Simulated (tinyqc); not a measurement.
Gain against bias and Miller's formula: avalanche multiplication and breakdown of a junction from ionisation integrals. Computed by tinyqc, a small Python program. Command: `OMP_NUM_THREADS=1 python tinyqc.py 3019905 3019906 out.jsonl impact walk`. One thread of a shared host (Intel(R) Xeon(R) Processor @ 2.30GHz), about 0.01 s of CPU time with the checks.

Ionisation coefficients follow the local field. Position x runs through the depletion layer from the p side (x = 0), where electrons enter, to the n side (x = w), where holes enter. The built-in voltage is neglected.

Inputs (values chosen for the exercise, modelled on germanium): electron prefactor a_n = 1.69e+07 1/cm; electron field b_n = 1.53e+06 V/cm; hole prefactor a_p = 9.42e+06 1/cm; hole field b_p = 1.27e+06 V/cm; exponent c = 1; permittivity eps = 16; doping gradient a = 4.3e+20 1/cm^4.

Junction: linearly graded.

Constants: e = 1.602176634e-19 C; eps_0 = 8.8541878128e-12 F/m.

Method:
- alpha_n = a_n exp(-(b_n/F)^c), alpha_p = a_p exp(-(b_p/F)^c).
- Field F = F_m [1 - (2x/w - 1)^2], w = sqrt(8 eps eps_0 F_m/(e a)), V = (2/3) F_m w.
- With Phi(x) = int_0^x (alpha_n - alpha_p) dx': 1 - 1/M_n = I_n = int_0^w alpha_n exp(-Phi) dx and M_p = M_n exp(-Phi(w)); trapezoid rule on 401 even points; breakdown at I_n = 1.
- Solve I_n(F_m) = 1.
- Miller's exponent n is defined by 1 - 1/M = (V/V_B)^n for the larger M.

breakdown voltage = 26.2767 V

critical field F_m = 0.211372 MV/cm

Gain:
```
V/V_B   V (V)  F_m (MV/cm)     M_n     M_p  Miller exponent n
0.50   13.138      0.13316   1.006   1.027             5.2301
0.60   15.766      0.15037   1.028   1.095             4.7788
0.70   18.394      0.16664   1.092   1.265             4.3789
0.80   21.021      0.18216   1.274   1.690             4.0143
0.90   23.649      0.19703   1.935   3.112             3.6797
0.95   24.963      0.20427   3.342   6.048             3.5234
0.98   25.751      0.20854   7.630  14.923             3.4333
0.99   26.014      0.20996  14.797  29.734             3.4038
```

What does the comparison show, and why?

The larger gain passes 2 between 0.800 and 0.900 of V_B and reaches 29.7 at 0.99. Miller's exponent runs from 3.4 to 5.2, so it is not a constant: a fit holds over a narrow range only. From the first row to the last the voltage grows by a factor 1.98 and the peak field by 1.58.

Extremes, crossings and ranges named in words are read from the listed rows.
